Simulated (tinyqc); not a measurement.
RKS/BP86 in the sto-6g basis, for H6, spin multiplicity 1, step by step. One step of it, computed by the program tinyqc.

Question. Iteration 1: building the Kohn-Sham matrix. J_ij = sum D_kl (ij|kl); F = H + J + V_xc; E = tr D H + tr D J / 2 + E_xc + E_nn.

D at the start:
```
,1H 1s,2H 1s,3H 1s,4H 1s,5H 1s,6H 1s
1H 1s,0.460748,0.528875,-0.466896,-0.004556,-0.438094,0.467018
2H 1s,0.528875,1.479427,-0.977279,0.779760,0.121607,-0.025835
3H 1s,-0.466896,-0.977279,0.753033,-0.152394,-0.213498,-0.191780
4H 1s,-0.004556,0.779760,-0.152394,1.724946,-0.882154,-0.522194
5H 1s,-0.438094,0.121607,-0.213498,-0.882154,2.923364,-0.829315
6H 1s,0.467018,-0.025835,-0.191780,-0.522194,-0.829315,0.835452
```

core Hamiltonian H = T + V (hartree):
```
,1H 1s,2H 1s,3H 1s,4H 1s,5H 1s,6H 1s
1H 1s,-1.591734,-0.989334,-0.229073,-0.037390,-0.004680,-0.000476
2H 1s,-0.989334,-1.970432,-1.066983,-0.241777,-0.037051,-0.004680
3H 1s,-0.229073,-1.066983,-2.094807,-1.119256,-0.241777,-0.037390
4H 1s,-0.037390,-0.241777,-1.119256,-2.094807,-1.066983,-0.229073
5H 1s,-0.004680,-0.037051,-0.241777,-1.066983,-1.970432,-0.989334
6H 1s,-0.000476,-0.004680,-0.037390,-0.229073,-0.989334,-1.591734
```

Two-electron integrals (ij|kl) in chemists' order, unique and non-zero (hartree):
```
i,j,k,l,(ij|kl)
1,1,1,1,0.774999
2,1,1,1,0.281837
2,1,2,1,0.133965
2,2,1,1,0.458315
2,2,2,1,0.281837
2,2,2,2,0.774999
3,1,1,1,0.042579
3,1,2,1,0.022504
3,1,2,2,0.054727
3,1,3,1,0.004463
3,2,1,1,0.148504
3,2,2,1,0.093020
3,2,2,2,0.273747
3,2,3,1,0.022001
3,2,3,2,0.127260
3,3,1,1,0.246418
3,3,2,1,0.151120
3,3,2,2,0.452465
3,3,3,1,0.042579
3,3,3,2,0.273747
3,3,3,3,0.774999
4,1,1,1,0.005215
4,1,2,1,0.002822
4,1,2,2,0.007089
4,1,3,1,0.000608
4,1,3,2,0.003188
4,1,3,3,0.007089
4,1,4,1,0.000091
4,2,1,1,0.024605
4,2,2,1,0.014856
4,2,2,2,0.042579
4,2,3,1,0.003722
4,2,3,2,0.022001
4,2,3,3,0.054727
4,2,4,1,0.000608
4,2,4,2,0.004463
4,3,1,1,0.091923
4,3,2,1,0.053499
4,3,2,2,0.151120
4,3,3,1,0.014856
4,3,3,2,0.093020
4,3,3,3,0.281837
4,3,4,1,0.002822
4,3,4,2,0.022504
4,3,4,3,0.133965
4,4,1,1,0.165104
4,4,2,1,0.091923
4,4,2,2,0.246418
4,4,3,1,0.024605
4,4,3,2,0.148504
4,4,3,3,0.458315
4,4,4,1,0.005215
4,4,4,2,0.042579
4,4,4,3,0.281837
4,4,4,4,0.774999
5,1,1,1,0.000505
5,1,2,1,0.000280
5,1,2,2,0.000721
5,1,3,1,0.000063
5,1,3,2,0.000342
5,1,3,3,0.000804
5,1,4,1,0.000010
5,1,4,2,0.000070
5,1,4,3,0.000351
5,1,4,4,0.000724
5,1,5,1,1.19e-06
5,2,1,1,0.003071
5,2,2,1,0.001798
5,2,2,2,0.005015
5,2,3,1,0.000453
5,2,3,2,0.002657
5,2,3,3,0.006839
5,2,4,1,0.000078
5,2,4,2,0.000585
5,2,4,3,0.003147
5,2,4,4,0.006839
5,2,5,1,0.000010
5,2,5,2,0.000085
5,3,1,1,0.016020
5,3,2,1,0.008999
5,3,2,2,0.024382
5,3,3,1,0.002397
5,3,3,2,0.014444
5,3,3,3,0.042579
5,3,4,1,0.000468
5,3,4,2,0.003699
5,3,4,3,0.022504
5,3,4,4,0.054727
5,3,5,1,0.000063
5,3,5,2,0.000585
5,3,5,3,0.004463
5,4,1,1,0.063905
5,4,2,1,0.034574
5,4,2,2,0.089509
5,4,3,1,0.008827
5,4,3,2,0.051100
5,4,3,3,0.148504
5,4,4,1,0.001818
5,4,4,2,0.014444
5,4,4,3,0.093020
5,4,4,4,0.273747
5,4,5,1,0.000274
5,4,5,2,0.002657
5,4,5,3,0.022001
5,4,5,4,0.127260
5,5,1,1,0.123466
5,5,2,1,0.065236
5,5,2,2,0.164131
5,5,3,1,0.016020
5,5,3,2,0.089509
5,5,3,3,0.246418
5,5,4,1,0.003165
5,5,4,2,0.024382
5,5,4,3,0.151120
5,5,4,4,0.452465
5,5,5,1,0.000505
5,5,5,2,0.005015
5,5,5,3,0.042579
5,5,5,4,0.273747
5,5,5,5,0.774999
6,1,1,1,0.000039
6,1,2,1,0.000022
6,1,2,2,0.000059
6,1,3,1,0.000005
6,1,3,2,0.000030
6,1,3,3,0.000074
6,1,4,1,9.01e-07
6,1,4,2,0.000007
6,1,4,3,0.000034
6,1,4,4,0.000074
6,1,5,1,1.12e-07
6,1,5,2,9.55e-07
6,1,5,3,0.000007
6,1,5,4,0.000030
6,1,5,5,0.000059
6,1,6,1,1.10e-08
6,2,1,1,0.000324
6,2,2,1,0.000185
6,2,2,2,0.000505
6,2,3,1,0.000047
6,2,3,2,0.000274
6,2,3,3,0.000724
6,2,4,1,0.000008
6,2,4,2,0.000063
6,2,4,3,0.000351
6,2,4,4,0.000804
6,2,5,1,1.09e-06
6,2,5,2,0.000010
6,2,5,3,0.000070
6,2,5,4,0.000342
6,2,5,5,0.000721
6,2,6,1,1.12e-07
6,2,6,2,1.19e-06
6,3,1,1,0.002191
6,3,2,1,0.001201
6,3,2,2,0.003165
6,3,3,1,0.000310
6,3,3,2,0.001818
6,3,3,3,0.005215
6,3,4,1,0.000060
6,3,4,2,0.000468
6,3,4,3,0.002822
6,3,4,4,0.007089
6,3,5,1,0.000008
6,3,5,2,0.000078
6,3,5,3,0.000608
6,3,5,4,0.003188
6,3,5,5,0.007089
6,3,6,1,9.01e-07
6,3,6,2,0.000010
6,3,6,3,0.000091
6,4,1,1,0.011921
6,4,2,1,0.006328
6,4,2,2,0.016020
6,4,3,1,0.001567
6,4,3,2,0.008827
6,4,3,3,0.024605
6,4,4,1,0.000310
6,4,4,2,0.002397
6,4,4,3,0.014856
6,4,4,4,0.042579
6,4,5,1,0.000047
6,4,5,2,0.000453
6,4,5,3,0.003722
6,4,5,4,0.022001
6,4,5,5,0.054727
6,4,6,1,0.000005
6,4,6,2,0.000063
6,4,6,3,0.000608
6,4,6,4,0.004463
6,5,1,1,0.050773
6,5,2,1,0.026409
6,5,2,2,0.065236
6,5,3,1,0.006328
6,5,3,2,0.034574
6,5,3,3,0.091923
6,5,4,1,0.001201
6,5,4,2,0.008999
6,5,4,3,0.053499
6,5,4,4,0.151120
6,5,5,1,0.000185
6,5,5,2,0.001798
6,5,5,3,0.014856
6,5,5,4,0.093020
6,5,5,5,0.281837
6,5,6,1,0.000022
6,5,6,2,0.000280
6,5,6,3,0.002822
6,5,6,4,0.022504
6,5,6,5,0.133965
6,6,1,1,0.098949
6,6,2,1,0.050773
6,6,2,2,0.123466
6,6,3,1,0.011921
6,6,3,2,0.063905
6,6,3,3,0.165104
6,6,4,1,0.002191
6,6,4,2,0.016020
6,6,4,3,0.091923
6,6,4,4,0.246418
6,6,5,1,0.000324
6,6,5,2,0.003071
6,6,5,3,0.024605
6,6,5,4,0.148504
6,6,5,5,0.458315
6,6,6,1,0.000039
6,6,6,2,0.000505
6,6,6,3,0.005215
6,6,6,4,0.042579
6,6,6,5,0.281837
6,6,6,6,0.774999
```

nuclear repulsion = 4.30187192 hartree

V_xc (hartree):
```
,1H 1s,2H 1s,3H 1s,4H 1s,5H 1s,6H 1s
1H 1s,-0.408323,-0.192786,-0.032104,-0.004602,-0.000534,-0.000049
2H 1s,-0.192786,-0.466792,-0.150838,-0.030948,-0.004653,-0.000552
3H 1s,-0.032104,-0.150838,-0.367443,-0.183450,-0.036892,-0.005231
4H 1s,-0.004602,-0.030948,-0.183450,-0.497592,-0.209986,-0.037687
5H 1s,-0.000534,-0.004653,-0.036892,-0.209986,-0.548676,-0.192935
6H 1s,-0.000049,-0.000552,-0.005231,-0.037687,-0.192935,-0.392643
```

E_xc = sum of w rho eps_xc = -2.40474580 hartree

Give: Coulomb J; Kohn-Sham matrix F; total energy of this density.

Answer.

Coulomb J (hartree):
```
,1H 1s,2H 1s,3H 1s,4H 1s,5H 1s,6H 1s
1H 1s,1.711,0.883,0.181,0.029,0.004,0.000
2H 1s,0.883,2.145,0.923,0.198,0.031,0.004
3H 1s,0.181,0.923,2.140,1.059,0.224,0.033
4H 1s,0.029,0.198,1.059,2.613,1.181,0.221
5H 1s,0.004,0.031,0.224,1.181,2.758,1.044
6H 1s,0.000,0.004,0.033,0.221,1.044,1.894
```

Kohn-Sham matrix F (hartree):
```
,1H 1s,2H 1s,3H 1s,4H 1s,5H 1s,6H 1s
1H 1s,-0.289,-0.300,-0.080,-0.013,-0.002,0.000
2H 1s,-0.300,-0.292,-0.295,-0.074,-0.011,-0.001
3H 1s,-0.080,-0.295,-0.322,-0.243,-0.055,-0.010
4H 1s,-0.013,-0.074,-0.243,0.020,-0.096,-0.045
5H 1s,-0.002,-0.011,-0.055,-0.096,0.238,-0.138
6H 1s,0.000,-0.001,-0.010,-0.045,-0.138,-0.091
```

total energy of this density = -1.67987 hartree
